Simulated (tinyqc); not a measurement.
Area and perimeter leakage from two diodes.

Problem. A square diode and a finger diode leak I = JA area + JP perimeter. Find JA, JP and the side of the square at which both parts are equal.

areas (um^2): 10000  136000
perimeters (um): 400  27880
leakage currents (pA): 0.232  12.58

Solution. Two linear equations give JA and JP; for a square of side a, JA a^2 = 4 JP a at a = 4 JP/JA.

JA = 6.400e-10 A/cm^2
JP = 4.200e-12 A/cm
side for equal parts = 262.5 um

Numbers from tinyqc (`OMP_NUM_THREADS=1 python tinyqc.py 2290010 2290011 out.jsonl`; about 0.01 s on one thread of a shared Intel Xeon 2.30GHz).
